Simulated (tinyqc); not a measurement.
Inside a calculation (part 2 of 2). Method: RHF in the 6-31g basis, for H4, spin multiplicity 1. Computed by tinyqc, a small Python program that keeps every step (integrals from PySCF). Command: `OMP_NUM_THREADS=1 python tinyqc.py 20023 20024 out.jsonl` (the two numbers bound the seeds that draw the settings). One thread of a shared host (Intel(R) Xeon(R) Processor @ 2.60GHz), about 0.1 s of CPU time with the checks.

Geometry (angstrom):
```
atom         x         y         z
H     0.000000  0.000000  0.000000
H     0.000000  0.000000  0.905000
H     0.000000  0.000000  2.381000
H     0.000000  0.000000  3.286000
```

## Iteration 1: diagonalisation and new density

Fock matrix F (hartree), lower triangle:
```
           1H 1s      1H 2s      2H 1s      2H 2s      3H 1s      3H 2s      4H 1s      4H 2s
1H 1s   0.113090
1H 2s  -0.381114  -0.229808
2H 1s  -0.453132  -0.409309   0.135666
2H 2s  -0.399899  -0.287516  -0.416175  -0.268157
3H 1s  -0.004446  -0.057375  -0.115279  -0.186038   0.135666
3H 2s  -0.098333  -0.120121  -0.186038  -0.170400  -0.416175  -0.268157
4H 1s   0.017783  -0.002903  -0.004446  -0.098333  -0.453132  -0.399899   0.113090
4H 2s  -0.002903  -0.033336  -0.057375  -0.120121  -0.409309  -0.287516  -0.381114  -0.229808
```

X, lower triangle:
```
           1H 1s      1H 2s      2H 1s      2H 2s      3H 1s      3H 2s      4H 1s     4H 2s
1H 1s   1.265347
1H 2s  -0.487725   1.943499
2H 1s  -0.090184   0.107612   1.287633
2H 2s   0.010779  -1.159693  -0.622266   2.603943
3H 1s  -0.014601  -0.023339   0.016443   0.105027   1.287633
3H 2s   0.074373   0.437994   0.105027  -1.170905  -0.622266   2.603943
4H 1s  -0.004339  -0.030270  -0.014601   0.074373  -0.090184   0.010779   1.265347
4H 2s  -0.030270  -0.170957  -0.023339   0.437994   0.107612  -1.159693  -0.487725  1.943499
```

D at the start, lower triangle:
```
           1H 1s      1H 2s      2H 1s      2H 2s     3H 1s     3H 2s     4H 1s     4H 2s
1H 1s   0.209200
1H 2s   0.000780   0.000052
2H 1s   0.308058   0.000163   0.473307
2H 2s   0.297732   0.001270   0.435234   0.424247
3H 1s  -0.048813  -0.004955   0.023451  -0.084938  0.473307
3H 2s  -0.114921  -0.004649  -0.084938  -0.177232  0.435234  0.424247
4H 1s  -0.073907  -0.003281  -0.048813  -0.114921  0.308058  0.297732  0.209200
4H 2s  -0.003281  -0.000006  -0.004955  -0.004649  0.000163  0.001270  0.000780  0.000052
```

overlap S, lower triangle:
```
          1H 1s     1H 2s     2H 1s     2H 2s     3H 1s     3H 2s     4H 1s     4H 2s
1H 1s  1.000000
1H 2s  0.658292  1.000000
2H 1s  0.319244  0.448193  1.000000
2H 2s  0.448193  0.789898  0.658292  1.000000
3H 1s  0.001023  0.046408  0.059502  0.237012  1.000000
3H 2s  0.046408  0.195435  0.237012  0.534001  0.658292  1.000000
4H 1s  0.000003  0.004272  0.001023  0.046408  0.319244  0.448193  1.000000
4H 2s  0.004272  0.044627  0.046408  0.195435  0.448193  0.789898  0.658292  1.000000
```

Diagonalise F' = X^T F X, C = X C', fill 2 alpha and 2 beta electrons from the bottom; D = 2 C_occ C_occ^T; the new density keeps 0.3 of the old one (damping). Each column has its largest component positive (the first on a tie).

F' = X^T F X (hartree), lower triangle:
```
           1          2          3          4          5          6          7         8
1   0.648819
2  -0.520534   0.301381
3  -0.381595  -0.067788   0.745943
4  -0.156101  -0.205503  -0.674380   0.526041
5   0.010305   0.013652  -0.005837  -0.038471   0.745943
6   0.068637  -0.026952  -0.038471  -0.203900  -0.674380   0.526041
7  -0.002626  -0.012750   0.010305   0.068637  -0.381595  -0.156101   0.648819
8  -0.012750   0.028066   0.013652  -0.026952  -0.067788  -0.205503  -0.520534  0.301381
```

orbital energies (hartree): MO1 -0.503522, MO2 -0.415772, MO3 0.210939, MO4 0.364037, MO5 0.887656, MO6 1.029195, MO7 1.429021, MO8 1.442813

coefficients C:
```
            MO1        MO2        MO3        MO4        MO5        MO6        MO7        MO8
1H 1s  0.204047   0.248862   0.117318   0.056131   0.723981   0.857228   0.340057   0.598997
1H 2s  0.156844   0.204022   0.925560  -1.490702  -0.659279  -0.372501  -1.105620  -0.808194
2H 1s  0.229520   0.206896  -0.120629   0.160317   0.423518   0.201144  -0.987372  -0.864012
2H 2s  0.214821   0.297699  -0.715004   1.815707  -0.235979  -0.790204   2.158171   0.900863
3H 1s  0.229520  -0.206896  -0.120629  -0.160317   0.423518  -0.201144   0.987372  -0.864012
3H 2s  0.214821  -0.297699  -0.715004  -1.815707  -0.235979   0.790204  -2.158171   0.900863
4H 1s  0.204047  -0.248862   0.117318  -0.056131   0.723981  -0.857228  -0.340057   0.598997
4H 2s  0.156844  -0.204022   0.925560   1.490702  -0.659279   0.372501   1.105620  -0.808194
```

D after iteration 1, lower triangle:
```
           1H 1s      1H 2s      2H 1s      2H 2s     3H 1s     3H 2s     4H 1s     4H 2s
1H 1s   0.207755
1H 2s   0.116121   0.092730
2H 1s   0.230067   0.109543   0.275671
2H 2s   0.254407   0.132583   0.285828   0.315956
3H 1s  -0.021162  -0.010184   0.020858  -0.042683  0.275671
3H 2s  -0.076830  -0.039256  -0.042683  -0.112637  0.285828  0.315956
4H 1s  -0.050588  -0.027262  -0.021162  -0.076830  0.230067  0.254407  0.207755
4H 2s  -0.027262  -0.023837  -0.010184  -0.039256  0.109543  0.132583  0.116121  0.092730
```

## Iteration 2: building the Fock matrix

core Hamiltonian H = T + V (hartree), lower triangle:
```
           1H 1s      1H 2s      2H 1s      2H 2s      3H 1s      3H 2s      4H 1s      4H 2s
1H 1s  -1.223164
1H 2s  -1.109434  -1.267737
2H 1s  -0.726446  -0.893167  -1.420643
2H 2s  -0.839010  -1.140628  -1.239347  -1.456229
3H 1s  -0.005633  -0.110708  -0.172229  -0.485459  -1.420643
3H 2s  -0.116723  -0.336336  -0.485459  -0.829142  -1.239347  -1.456229
4H 1s  -0.000026  -0.013360  -0.005633  -0.116723  -0.726446  -0.839010  -1.223164
4H 2s  -0.013360  -0.087157  -0.110708  -0.336336  -0.893167  -1.140628  -1.109434  -1.267737
```

nuclear repulsion = 2.13351344 hartree

Given earlier and not repeated: Two-electron integrals (ij|kl) in chemists' order.

J_ij = sum D_kl (ij|kl), K_ij = sum D_kl (ik|jl); F = H + J - 0.5 K; E = tr D H + tr D J / 2 - 0.25 tr D K + E_nn.

Coulomb J (hartree), lower triangle:
```
          1H 1s     1H 2s     2H 1s     2H 2s     3H 1s     3H 2s     4H 1s     4H 2s
1H 1s  1.759825
1H 2s  1.070471  1.357095
2H 1s  0.622336  0.839119  2.038772
2H 2s  0.766840  1.177907  1.236781  1.561260
3H 1s  0.001965  0.084873  0.111573  0.439192  2.038772
3H 2s  0.083886  0.308509  0.439192  0.846447  1.236781  1.561260
4H 1s  0.000005  0.007857  0.001965  0.083886  0.622336  0.766840  1.759825
4H 2s  0.007857  0.070739  0.084873  0.308509  0.839119  1.177907  1.070471  1.357095
```

exchange K (hartree), lower triangle:
```
           1H 1s     1H 2s     2H 1s     2H 2s     3H 1s     3H 2s     4H 1s     4H 2s
1H 1s   0.928474
1H 2s   0.782244  0.762186
2H 1s   0.720800  0.776061  1.100249
2H 2s   0.722036  0.767428  0.903475  0.888936
3H 1s   0.012020  0.076285  0.116820  0.311302  1.100249
3H 2s   0.144647  0.222635  0.311302  0.459083  0.903475  0.888936
4H 1s  -0.029410  0.000625  0.012020  0.144647  0.720800  0.722036  0.928474
4H 2s   0.000625  0.045925  0.076285  0.222635  0.776061  0.767428  0.782244  0.762186
```

Fock matrix F (hartree), lower triangle:
```
           1H 1s      1H 2s      2H 1s      2H 2s      3H 1s      3H 2s      4H 1s      4H 2s
1H 1s   0.072424
1H 2s  -0.430085  -0.291735
2H 1s  -0.464510  -0.442078   0.068005
2H 2s  -0.433189  -0.346435  -0.454304  -0.339437
3H 1s  -0.009678  -0.063978  -0.119067  -0.201917   0.068005
3H 2s  -0.105161  -0.139144  -0.201917  -0.212236  -0.454304  -0.339437
4H 1s   0.014684  -0.005816  -0.009678  -0.105161  -0.464510  -0.433189   0.072424
4H 2s  -0.005816  -0.039380  -0.063978  -0.139144  -0.442078  -0.346435  -0.430085  -0.291735
```

total energy of this density = -2.14944166 hartree

This density is a damped mixture and is not idempotent.

## Iteration 2: diagonalisation and new density

As before.

F' = X^T F X (hartree), lower triangle:
```
           1          2          3          4          5          6          7         8
1   0.628597
2  -0.550879   0.280280
3  -0.366239  -0.082118   0.665256
4  -0.158915  -0.227434  -0.651420   0.462054
5   0.005718   0.012959  -0.005774  -0.039236   0.665256
6   0.070979  -0.022361  -0.039236  -0.217104  -0.651420   0.462054
7  -0.004720  -0.014446   0.005718   0.070979  -0.366239  -0.158915   0.628597
8  -0.014446   0.025393   0.012959  -0.022361  -0.082118  -0.227434  -0.550879  0.280280
```

orbital energies (hartree): MO1 -0.572251, MO2 -0.474026, MO3 0.172127, MO4 0.351941, MO5 0.864231, MO6 1.017817, MO7 1.342659, MO8 1.369875

coefficients C:
```
            MO1        MO2        MO3        MO4        MO5        MO6        MO7        MO8
1H 1s  0.196640   0.239319   0.139910   0.021254   0.666235   0.842750   0.384200   0.660480
1H 2s  0.168099   0.218850   0.901464  -1.442849  -0.606523  -0.356594  -1.169659  -0.871965
2H 1s  0.225794   0.204159  -0.116148   0.185546   0.504296   0.257631  -0.970252  -0.821175
2H 2s  0.213191   0.292186  -0.715613   1.774145  -0.294861  -0.842717   2.173570   0.883245
3H 1s  0.225794  -0.204159  -0.116148  -0.185546   0.504296  -0.257631   0.970252  -0.821175
3H 2s  0.213191  -0.292186  -0.715613  -1.774145  -0.294861   0.842717  -2.173570   0.883245
4H 1s  0.196640  -0.239319   0.139910  -0.021254   0.666235  -0.842750  -0.384200   0.660480
4H 2s  0.168099  -0.218850   0.901464   1.442849  -0.606523   0.356594   1.169659  -0.871965
```

D after iteration 2, lower triangle:
```
           1H 1s      1H 2s      2H 1s      2H 2s     3H 1s     3H 2s     4H 1s     4H 2s
1H 1s   0.196644
1H 2s   0.154438   0.134433
2H 1s   0.199583   0.148553   0.212431
2H 2s   0.232909   0.179470   0.236654   0.277939
3H 1s  -0.012591  -0.012469   0.019280  -0.028926  0.212431
3H 2s  -0.062254  -0.051127  -0.028926  -0.089682  0.236654  0.277939
4H 1s  -0.041225  -0.035226  -0.012591  -0.062254  0.199583  0.232909  0.196644
4H 2s  -0.035226  -0.034644  -0.012469  -0.051127  0.148553  0.179470  0.154438  0.134433
```

## Iteration 18 (converged): orbitals

converged F (hartree), lower triangle:
```
           1H 1s      1H 2s      2H 1s      2H 2s      3H 1s      3H 2s      4H 1s      4H 2s
1H 1s   0.050049
1H 2s  -0.455517  -0.327235
2H 1s  -0.468236  -0.459759   0.031705
2H 2s  -0.449291  -0.378866  -0.475169  -0.377630
3H 1s  -0.011958  -0.067143  -0.120699  -0.210199   0.031705
3H 2s  -0.108022  -0.149032  -0.210199  -0.233988  -0.475169  -0.377630
4H 1s   0.012960  -0.007139  -0.011958  -0.108022  -0.468236  -0.449291   0.050049
4H 2s  -0.007139  -0.042334  -0.067143  -0.149032  -0.459759  -0.378866  -0.455517  -0.327235
```

Diagonalise F' = X^T F X, C = X C', fill 2 alpha and 2 beta electrons from the bottom; D = 2 C_occ C_occ^T. Each column has its largest component positive (the first on a tie).

F' = X^T F X (hartree), lower triangle:
```
           1          2          3          4          5          6          7         8
1   0.614890
2  -0.564742   0.263722
3  -0.355301  -0.089970   0.622275
4  -0.158781  -0.239724  -0.640782   0.428926
5   0.003576   0.012685  -0.005391  -0.039474   0.622275
6   0.072116  -0.020171  -0.039474  -0.223061  -0.640782   0.428926
7  -0.006045  -0.015205   0.003576   0.072116  -0.355301  -0.158781   0.614890
8  -0.015205   0.024237   0.012685  -0.020171  -0.089970  -0.239724  -0.564742  0.263722
```

orbital energies (hartree): MO1 -0.608308, MO2 -0.505698, MO3 0.148860, MO4 0.340807, MO5 0.846626, MO6 1.006751, MO7 1.298212, MO8 1.332375

coefficients C:
```
            MO1        MO2        MO3        MO4        MO5        MO6        MO7        MO8
1H 1s  0.191498   0.233026   0.150942   0.002854   0.635100  -0.833565   0.407948  -0.689592
1H 2s  0.176210   0.229005   0.888799  -1.414630  -0.575313   0.342647  -1.205795   0.903930
2H 1s  0.223652   0.202468  -0.115631   0.200541   0.543892  -0.288586  -0.958842   0.796183
2H 2s  0.211460   0.287810  -0.714474   1.747139  -0.325222   0.875820   2.182922  -0.873877
3H 1s  0.223652  -0.202468  -0.115631  -0.200541   0.543892   0.288586   0.958842   0.796183
3H 2s  0.211460  -0.287810  -0.714474  -1.747139  -0.325222  -0.875820  -2.182922  -0.873877
4H 1s  0.191498  -0.233026   0.150942  -0.002854   0.635100   0.833565  -0.407948  -0.689592
4H 2s  0.176210  -0.229005   0.888799   1.414630  -0.575313  -0.342647   1.205795   0.903930
```

D after iteration 18, lower triangle:
```
           1H 1s      1H 2s      2H 1s      2H 2s     3H 1s     3H 2s     4H 1s     4H 2s
1H 1s   0.181945
1H 2s   0.174216   0.166987
2H 1s   0.180018   0.171552   0.182027
2H 2s   0.215122   0.206343   0.211131   0.255100
3H 1s  -0.008703  -0.013913   0.018053  -0.021958  0.182027
3H 2s  -0.053146  -0.057297  -0.021958  -0.076238  0.211131  0.255100
4H 1s  -0.035259  -0.039241  -0.008703  -0.053146  0.180018  0.215122  0.181945
4H 2s  -0.039241  -0.042787  -0.013913  -0.057297  0.171552  0.206343  0.174216  0.166987
```

## Convergence

Stop when the energy changes by less than 1e-09 hartree and every element of the error matrix X^T (F D S - S D F) X is below 9e-06.

Course of the cycle:
```
iteration  E (hartree)     change  largest element of the error matrix
1          -2.01088609          -                             2.88e-01
2          -2.14944166  -1.39e-01                             9.92e-02
3          -2.19411355  -4.47e-02                             3.57e-02
4          -2.20799495  -1.39e-02                             1.30e-02
5          -2.21223570  -4.24e-03                             4.84e-03
6          -2.21352043  -1.28e-03                             1.97e-03
7          -2.21390795  -3.88e-04                             8.53e-04
8          -2.21402457  -1.17e-04                             3.66e-04
9          -2.21405962  -3.50e-05                             1.56e-04
10         -2.21407014  -1.05e-05                             6.66e-05
11         -2.21407330  -3.16e-06                             2.84e-05
12         -2.21407425  -9.48e-07                             1.21e-05
13         -2.21407453  -2.85e-07                             5.15e-06
14         -2.21407462  -8.54e-08                             2.20e-06
15         -2.21407465  -2.56e-08                             9.41e-07
16         -2.21407465  -7.68e-09                             4.03e-07
17         -2.21407466  -2.31e-09                             1.74e-07
18         -2.21407466  -6.92e-10                             7.49e-08
```

PySCF RHF in the same basis = -2.21407466 hartree

Converged in 18 iterations.

## Populations, bond orders and dipole

Mulliken: Z minus the diagonal of D S on the atom; Loewdin: the same with S^(1/2) D S^(1/2); Mayer order: 2 sum_s sum (D(s) S)_ij (D(s) S)_ji over the two atoms.

Charges (e):
```
atom   Mulliken    Loewdin
1H     0.044498   0.000123
2H    -0.044498  -0.000123
3H    -0.044498  -0.000123
4H     0.044498   0.000123
```

Mayer bond orders:
```
pair      order
2-1    0.996817
3-1   -0.018511
3-2   -0.001105
4-1    0.018542
4-2   -0.018511
4-3    0.996817
```

dipole moment about the origin, x y z (debye): 0.000000  0.000000  0.000000
